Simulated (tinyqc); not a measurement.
Rates against energy: scattering rates of a carrier in a spherical band by Fermi's golden rule. Computed by tinyqc, a small Python program. Command: `OMP_NUM_THREADS=1 python tinyqc.py 3015157 3015158 out.jsonl scatter walk`. One thread of a shared host (Intel(R) Xeon(R) Processor @ 2.30GHz), about 0.01 s of CPU time with the checks.

All processes here are isotropic or elastic, and the rate listed is the momentum relaxation rate.

Inputs (values chosen for the exercise, modelled on electrons in diamond): density-of-states mass of one valley m = 0.484 m_0; non-parabolicity alpha = 0.2 1/eV; static permittivity eps_s = 5.7; density rho = 3515 kg/m^3; sound velocity v_l = 17800 m/s; acoustic deformation potential D_A = 9.1 eV; phonon energy hbar w = 139 meV; optical or intervalley deformation potential D_o = 8.7 1e8 eV/cm; final valleys Z_f = 5; ionised impurity density N_I = 6.1e+17 1/cm^3; temperature T = 400 K.

Crystal: non-polar. Band: Kane. Impurity formula: Brooks-Herring. Further scattering: none.

Constants: k_B = 1.380649e-23 J/K; e = 1.602176634e-19 C; hbar = 1.054571817e-34 J s; m_0 = 9.1093837015e-31 kg; hbar = 6.582119569e-16 eV s; k_B = 8.617333262e-05 eV/K; eps_0 = 8.8541878128e-12 F/m.

Method:
- Kane band: hbar^2 k^2/(2 m) = E (1 + alpha E), speed v = hbar k/(m (1 + 2 alpha E)), states per spin, volume and energy g(E) = m k (1 + 2 alpha E)/(2 pi^2 hbar^2); overlap factors are set to 1. Masses are multiplied by m_0 and all formulas are in SI units.
- Phonon occupation N_q = 1/(exp(hbar w/(k_B T)) - 1).
- Acoustic deformation potential (elastic, equipartition, absorption and emission together): 1/tau = 2 pi k_B T D_A^2 g(E)/(hbar rho v_l^2).
- Optical or intervalley deformation potential: 1/tau = (pi Z_f D_o^2/(rho w)) [N_q g(E + hbar w) + (N_q + 1) g(E - hbar w)], with g = 0 below the band edge.
- Singly charged impurities, momentum relaxation: 1/tau = N_I e^4 m (1 + 2 alpha E) Phi/(8 pi (eps_s eps_0)^2 hbar^3 k^3), with alpha = 0 for a parabolic band.
- Brooks-Herring: Phi = ln(1 + b) - b/(1 + b), b = 4 k^2 L_s^2.
- Debye screening by free carriers of density N_I: L_s = sqrt(eps_s eps_0 k_B T/(e^2 N_I)).

Momentum relaxation rates (1e12/s) and the total time:
```
E (meV)  acoustic  optical absorption  optical emission  ionised impurity  tau_m (fs)
14         0.5357              0.2238             0.000            53.269       18.51
35         0.8558              0.2411             0.000            20.158       47.05
70         1.2313              0.2686             0.000             9.048       94.80
130        1.7273              0.3133             0.000             4.289      158.00
150        1.8731              0.3277             3.160             3.598      111.62
210        2.2797              0.3699             8.269             2.373       75.24
310        2.8994              0.4383            13.462             1.459       54.77
490        3.9439              0.5595            20.943             0.820       38.07
830        5.8910              0.7928            33.917             0.421       24.38
1400       9.3884              1.2176            56.643             0.217       14.82
```

The largest rate is ionised impurity from 14.0 to 150, optical emission from 210 to 1400 meV. Crossing hbar w = 139 meV opens emission: tau_m goes from 158 to 112 fs between the two rows around it. The impurity rate goes between the last rows as E^-1.27; the acoustic rate follows g(E) and grows by a factor 17.5 over the table (10.0 for a parabolic band). At 14 meV hbar/tau exceeds E/2, so the golden rule loses its meaning there.

Extremes, crossings and ranges named in words are read from the listed rows.
